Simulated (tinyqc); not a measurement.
Inside a calculation: finite square well with mass mismatch (envelope functions). Values are carried at full precision from step to step, so a last printed digit may differ when a step is redone from the rounded ones.

A square well of width L and depth V0, mass mw inside and mb outside, energies from the bottom of the well, c = hbar^2/2m0. k = sqrt(mw E/c), kappa = sqrt(mb (V0 - E)/c). psi and psi'/m are continuous at the walls (BenDaniel-Duke), so level n solves k L + 2 atan[(k/mw)/(kappa/mb)] = n pi.

Constants: hbar^2/2m0 = 3.80998211 eV angstrom^2.

Values chosen for the exercise (near those of an InGaAs well in InP; the results hold for these values, not for the real material):

| symbol | value | unit | meaning |
|---|---|---|---|
| L | 229 | angstrom | well width |
| V0 | 0.257 | eV | barrier height |
| mw | 0.04 | m0 | mass in the well |
| mb | 0.0771 | m0 | mass in the barrier |
| alpha_w | 1.18 | 1/eV | non-parabolicity in the well |
| alpha_b | 0.12 | 1/eV | non-parabolicity in the barrier |

## How many levels are bound

At E = V0 the arctangent equals pi/2, so level n is bound if k0 L > (n - 1) pi with k0 = sqrt(mw V0/c). Compare with the infinitely deep well, E1(hard) = c (pi/L)^2/mw.

k0 = 0.05194 1/angstrom
k0 L/pi = 3.7863
number of bound levels = 4
E1(hard) = 0.0179 eV

The count does not depend on mb. One more level binds at L = 241.9 angstrom.

## The lowest level by bisection

f(E) = k L + 2 atan[(k/mw)/(kappa/mb)] - pi rises with E. Twelve halvings of [0, V0]: keep the half in which f changes sign.

Bisection:

| step | low (eV) | high (eV) | midpoint (eV) | k | kappa | f |
|---|---|---|---|---|---|---|
| 1 | 0.00000 | 0.25700 | 0.12850 | 0.03673 | 0.05099 | 7.1627 |
| 2 | 0.00000 | 0.12850 | 0.06425 | 0.02597 | 0.06245 | 4.1574 |
| 3 | 0.00000 | 0.06425 | 0.03213 | 0.01836 | 0.06746 | 2.0305 |
| 4 | 0.00000 | 0.03213 | 0.01606 | 0.01299 | 0.06983 | 0.5206 |
| 5 | 0.00000 | 0.01606 | 0.00803 | 0.00918 | 0.07098 | -0.5501 |
| 6 | 0.00803 | 0.01606 | 0.01205 | 0.01125 | 0.07041 | 0.0311 |
| 7 | 0.00803 | 0.01205 | 0.01004 | 0.01027 | 0.07069 | -0.2447 |
| 8 | 0.01004 | 0.01205 | 0.01104 | 0.01077 | 0.07055 | -0.1036 |
| 9 | 0.01104 | 0.01205 | 0.01154 | 0.01101 | 0.07048 | -0.0355 |
| 10 | 0.01154 | 0.01205 | 0.01180 | 0.01113 | 0.07044 | -0.0020 |
| 11 | 0.01180 | 0.01205 | 0.01192 | 0.01119 | 0.07042 | 0.0146 |
| 12 | 0.01180 | 0.01192 | 0.01186 | 0.01116 | 0.07043 | 0.0063 |

After twelve halvings the bracket is V0/4096 = 0.063 meV wide.

## Bound levels

Solve the condition for each n (six at most). With A = cos(kL/2) for even and sin(kL/2) for odd levels, the probability in the barriers is Pb = (A^2/kappa)/(A^2/kappa + L/2 +/- sin(kL)/(2k)), + for even.

Levels:

| n | parity | E (eV) | k (1/angstrom) | kappa (1/angstrom) | Pb |
|---|---|---|---|---|---|
| 1 | even | 0.0118 | 0.01114 | 0.07044 | 0.0086 |
| 2 | odd | 0.0475 | 0.02234 | 0.06511 | 0.0334 |
| 3 | even | 0.1075 | 0.03359 | 0.05501 | 0.0755 |
| 4 | odd | 0.1902 | 0.04468 | 0.03678 | 0.1580 |

The lowest level lies at 66 % of the infinite-well value and decays into the barrier over 1/kappa = 14.2 angstrom.

## Mass in the plane and density of states

To first order in the in-plane energy, 1/m_par = (1 - Pb)/mw + Pb/mb for each subband. Each adds a step D = m_par/(2 pi c) to the density of states per area (spin included, one valley); 1/angstrom^2 = 1e16/cm^2.

Subbands:

| n | m_par (m0) | D (1e13/(eV cm^2)) |
|---|---|---|
| 1 | 0.0402 | 1.678 |
| 2 | 0.0407 | 1.698 |
| 3 | 0.0415 | 1.734 |
| 4 | 0.0433 | 1.808 |

## Levels with energy-dependent masses

Non-parabolic bands: mw is replaced by mw (1 + alpha_w E) and mb by mb (1 - alpha_b (V0 - E)), in k, kappa and the matching condition alike.

Solve the same condition with the energy-dependent masses, and list the shift from the parabolic levels that exist in both.

Levels:

| n | E (eV) | mass inside | mass outside | shift (meV) |
|---|---|---|---|---|
| 1 | 0.0118 | 0.0406 | 0.0748 | 0.0 |
| 2 | 0.0460 | 0.0422 | 0.0751 | -1.5 |
| 3 | 0.0994 | 0.0447 | 0.0756 | -8.0 |
| 4 | 0.1667 | 0.0479 | 0.0763 | -23.4 |
| 5 | 0.2394 | 0.0513 | 0.0769 | - |

Level 1 moves by 0.0 meV and level 4 by -23.4 meV. The heavier mass inside raises k at E = V0, which binds further levels (1 of them among the six at most that are listed).

## Checks

- Lowest level by finite differences (200 cells across the well) against the matching condition, eV: both 0.0118.

Program tinyqc; command `OMP_NUM_THREADS=1 python tinyqc.py 1251211 1251212 out.jsonl`; about 0.01 s on one thread of a shared Intel(R) Xeon(R) Processor @ 2.30GHz.
